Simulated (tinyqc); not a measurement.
# Longitudinal sound in a periodic multilayer: transfer matrices, stop bands and folded phonons, step by step

A worked calculation. Computed by tinyqc, a small Python program that keeps every step. Command: `OMP_NUM_THREADS=1 python tinyqc.py 3025728 3025729 out.jsonl multilayer walk`. One thread of a shared host (Intel(R) Xeon(R) Processor @ 2.30GHz), about 0.01 s of CPU time with the checks. Intermediate numbers are printed to about 6 digits and carried at full precision; extremes and crossings named in words are read from the listed rows.

Layers 1 and 2 repeat with period d = d_1 + d_2; waves travel normal to the layers, without loss. State vector (u, s): displacement u and stress divided by omega. Impedances Z = rho v are in 1e6 kg/(m^2 s).

Inputs (values chosen for the exercise, modelled on silica (layer 1), silicon nitride (layer 2) and silicon (substrate)): density rho_1 = 2.2 g/cm^3; velocity v_1 = 5910 m/s; thickness d_1 = 164 nm; density rho_2 = 3.12 g/cm^3; velocity v_2 = 10200 m/s; thickness d_2 = 549 nm; substrate density = 2.34 g/cm^3; substrate velocity = 8460 m/s; periods N = 20; frequency f = 3.56 GHz.

## Impedances, mean velocity and Bragg frequency

Z = rho v; interface reflection r = (Z_2 - Z_1)/(Z_2 + Z_1) (stress amplitude, from 1 into 2); Bragg frequency f_B = 1/[2 (d_1/v_1 + d_2/v_2)]; long-wave velocity v_eff = d/sqrt[(d_1/v_1)^2 + (d_2/v_2)^2 + (Z_1/Z_2 + Z_2/Z_1)(d_1/v_1)(d_2/v_2)].

Z_1 = 13.002

Z_2 = 31.824

Z of the substrate = 19.7964

interface reflection r = 0.419890

Bragg frequency f_B = 6.12947 GHz

long-wave velocity v_eff = 8005.20 m/s

## Transfer matrix of one period

A layer maps (u, s) by [[cos p, sin p/Z], [-Z sin p, cos p]], p = 2 pi f d_i/v_i; one period is M = M_2 M_1, and cos(q d) = trace(M)/2.

phase p_1 = 0.620706 rad

phase p_2 = 1.20393 rad

M:
$$\begin{pmatrix}
0.0699726 & 0.0399056 \\
-26.8776 & -1.03705
\end{pmatrix}$$

trace(M)/2 = -0.483539

|trace/2| < 1: f lies in a pass band, with q d = 2.0755 rad (folded into 0 to pi).

## Transmission through N periods

For N periods A = M^N. A wave comes from a thick layer of material 1 and leaves into the substrate (Z_s): transmitted power T = 4 Z_1 Z_s/|Z_1 A_22 + Z_s A_11 - i (Z_1 Z_s A_12 - A_21)|^2, reflected power R = 1 - T.

A = M^N:
$$\begin{pmatrix}
-1.17662 & -0.0282780 \\
19.0461 & -0.392154
\end{pmatrix}$$

transmitted power T = 0.686808

T in decibel = -1.63165 dB

## The first stop band

Gap m contains m f_B; its edges, where trace(M)/2 = (-1)^m, are found by root search. Weak-contrast estimate of the width: (4 f_B/pi) |r sin(m pi a)|, a = (d_1/v_1)/(d_1/v_1 + d_2/v_2).

lower edge = 4.56230 GHz

upper edge = 7.49641 GHz

width/f_B = 47.8688 %

transmitted power at f_B = 1.05671e-13

Caution: so small a transmitted power at f_B holds only for perfect layers and strictly normal incidence.

## The first four gaps

The formulas are those given above.

Stop bands (GHz):
```
m  lower edge  upper edge    width  weak-contrast estimate
1      4.5623      7.4964  2.93411                 2.87250
2     10.9541     13.7779  2.82382                 2.76482
3     18.2664     18.4816  0.21520                 0.21132
4     22.9104     25.9425  3.03212                 2.96822
```

With a = 0.340, gap 4 is the widest and gap 3 the narrowest; gap m closes when m a is a whole number. The weak-contrast estimate misses the first width by -2.1 % at |r| = 0.42. Odd gaps open at the edge of the folded zone (q = pi/d), even ones at its centre.

## Mirror strength against the number of periods

The formulas are those given above.

Transmitted power:
```
N      T at f_B  T at f_B (dB)    T at f
1      0.698880       -1.55597  0.674500
2      0.213986       -6.69614  0.593136
3     0.0482917       -13.1613  0.969304
4     0.0101350       -19.9418  0.655759
6   4.31443e-04       -33.6508  0.977221
8   1.82812e-05       -47.3800  0.617712
12  3.28089e-08       -74.8401  0.979049
16  5.88808e-11       -102.300  0.597354
24  1.89644e-16       -157.221  0.929532
```

At f_B each further period removes 6.87 dB at large N; 99 % reflection needs N = 6 among these rows. At f, in a pass band, T does not decay with N. Values below about 1e-6 belong to the ideal stack: roughness and scattering into other modes, left out here, set a floor in a real one.

Checks made by the program: trace against Rytov's formula cos p_1 cos p_2 - (1/2)(Z_1/Z_2 + Z_2/Z_1) sin p_1 sin p_2 (relative difference below 1e-10).
